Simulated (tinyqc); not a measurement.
Changing the wire diameter D: Debye-Callaway model of lattice thermal conductivity. Computed by tinyqc, a small Python program. Command: `OMP_NUM_THREADS=1 python tinyqc.py 3003344 3003345 out.jsonl callaway sweep`. One thread of a shared host (Intel(R) Xeon(R) Processor @ 2.30GHz), about 0.02 s of CPU time with the checks.

Three acoustic branches with one velocity v, cut at omega_D = k_B Theta/hbar; x = hbar omega/(k_B T). v and Theta are separate inputs: Theta cuts off the heat-carrying modes, so C need not reach 3 k_B/V. gamma is an effective value that sets the umklapp rate. Heat flows along the wire.

Inputs (values chosen for the exercise, for a model crystal): sound velocity v = 3250 m/s; Debye temperature Theta = 276 K; volume per atom V = 15.3 angstrom^3; mean atomic mass M = 59.2 u; effective Grueneisen parameter gamma = 0.764; umklapp exponent divisor b = 3; alloy fraction f = 0.22; mass difference Delta M = 42.1 u; specularity p = 0.8; normal-process factor f_N = 3.6; temperature T = 77 K.

Sample: wire. Point defects: alloy. Normal processes: included.

Constants: k_B = 1.380649e-23 J/K; hbar = 1.054571817e-34 J s; u = 1.6605390666e-27 kg.

Method:
- For a random alloy on all sites Gamma = f (1 - f) (Delta M/M)^2, with M the mean mass; strain-field scattering is left out. A = V Gamma/(4 pi v^3).
- Rates: point defects A omega^4; umklapp B omega^2 T exp(-Theta/(b T)) with B = hbar gamma^2/(M v^2 Theta); normal processes f_N B omega^2 T (T/Theta)^2. Boundaries: v/Lambda_B with Lambda_B = D (1 + p)/(1 - p).
- kappa_1 = c int tau_C g dx, g = x^4 e^x/(e^x - 1)^2, c = (k_B/(2 pi^2 v)) (k_B T/hbar)^3, over 0 < x < min(Theta/T, 40), by 96 Gauss-Legendre points in s with x = x_max s^2; 1/tau_C = 1/tau_R + 1/tau_N; kappa_2 = c [int (tau_C/tau_N) g dx]^2 / int (tau_C/(tau_N tau_R)) g dx; kappa = kappa_1 + kappa_2.
- Heat capacity C = 3 c int g dx / v^2; grey free path 3 kappa/(C v); the median free path v tau_C halves kappa_1 when the quadrature points are ordered by free path (each counted at half its weight, interpolated in the logarithm); likewise at 10 % and 90 %.

One run for each value:
```
wire diameter D (micrometre)  kappa (W/(m K))  grey free path (nm)  median free path (nm)
0.015                                   5.115                8.660             3.7743e+01
0.038                                   7.094               12.009             7.9909e+01
0.095                                   9.551               16.169             1.6838e+02
0.24                                   12.625               21.373             3.5918e+02
0.6                                    16.306               27.606             7.5624e+02
1.5                                    20.643               34.948             1.5686e+03
3.8                                    25.644               43.414             3.1774e+03
9.5                                    30.981               52.449             6.0462e+03
24                                     36.473               61.746             1.0798e+04
60                                     41.611               70.445             1.7603e+04
```

What does the table show, and why?

Over the rows, kappa (W/(m K)) rises from 5.12 to 41.6 (exponent d ln y / d ln x 0.35 between the first rows and 0.14 between the last); grey free path (nm) rises from 8.66 to 70.4 (exponent d ln y / d ln x 0.35 between the first rows and 0.14 between the last); median free path (nm) rises from 37.7 to 17600 (exponent d ln y / d ln x 0.81 between the first rows and 0.53 between the last). Kappa falls to half its value in the last row at about 1.5 micrometre, against a grey free path of 0.070 and a median one of 18 micrometre in that row.

Caution (all rows): for so large a Gamma the Rayleigh formula is only rough near omega_D.
